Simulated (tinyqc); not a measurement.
On-chip interconnect, size-dependent resistivity and RC delay: two steps of the calculation.

A rectangular line between two neighbours and two ground planes. Surface and grain-boundary scattering are added to the bulk resistivity as corrections; capacitances are parallel-plate values without fringing; inductance is ignored.

Parameters, values chosen for the exercise; metal values close to those of copper:
```
symbol  value     unit                                             meaning
rho0     1.69  uohm cm                                    bulk resistivity
lam        41       nm                                 bulk mean free path
ps        0.4                         specular share of surface scattering
Rg       0.19                   reflection coefficient of grain boundaries
gr          1                              grain size over the metal width
wd         36       nm                                    drawn line width
AR        1.6                              aspect ratio, height over width
tl          2       nm  liner on both walls and the bottom, not conducting
sp         36       nm                     space to the neighbouring lines
hd         51       nm     dielectric height to the planes above and below
ek        2.5                      relative permittivity of the dielectric
Mf          1                              Miller factor of the neighbours
Lw         54       um                                         line length
Rd      12000      ohm                                   driver resistance
Cl       0.92       fF                                    load capacitance
```

Constants: eps0 = 8.8541878128e-12 F/m. Results are converted to the units shown.

Question 1. Resistivity, resistance and capacitance per length. Metal width x = wd - 2 tl, height y = AR wd - tl; grain boundaries (Mayadas-Shatzkes): al = (lam/(gr x)) Rg/(1 - Rg), g = 1/[1 - 3 al/2 + 3 al^2 - 3 al^3 ln(1 + 1/al)] - 1; surfaces (Fuchs-Sondheimer, thick limit): s = (3/8) lam (1 - ps)(1/x + 1/y); rho = rho0 (1 + g + s); r = rho/(x y); c = eps0 ek (2 wd/hd + 2 Mf AR wd/sp).

Give: x; y; al; g; s; rho; r; c.

Answer 1.

x = 32.000 nm
y = 55.600 nm
al = 0.30054
g = 0.42682
s = 0.45420
rho = 3.1789 uohm cm
r = 17.867 ohm/um
c = 0.10208 fF/um

Question 2. Ladder and Elmore delays. 6 equal pi sections: series Rs = r Lw/6; node capacitances c Lw/6, halved at nodes 0 and 6, with Cl added to node 6; Rd feeds node 0. Elmore delay of node k: the sum, over the resistors on the path to k, of resistance times all capacitance downstream of it.

r = 17.867132 ohm/um
c = 0.10208358 fF/um

Wanted: Rs; C; Elmore delay.

Answer 2.

Rs = 160.80 ohm

| node | C (fF) | Elmore delay (ps) |
|---|---|---|
| 0 | 0.45938 | 77.190 |
| 1 | 0.91875 | 78.151 |
| 2 | 0.91875 | 78.963 |
| 3 | 0.91875 | 79.628 |
| 4 | 0.91875 | 80.146 |
| 5 | 0.91875 | 80.515 |
| 6 | 1.3794 | 80.737 |

The far-end value equals Rd (c Lw + Cl) + r Lw (c Lw/2 + Cl) for any number of pi sections; the line resistance contributes 4.39 % of it.

Range of the model: The metal width is under the mean free path, where the thick-limit surface term and the simple sum of corrections lose accuracy.

Program tinyqc, `OMP_NUM_THREADS=1 python tinyqc.py 2100028 2100029 out.jsonl`; Intel Xeon 2.30GHz, shared host, one thread, about 0.01 s.
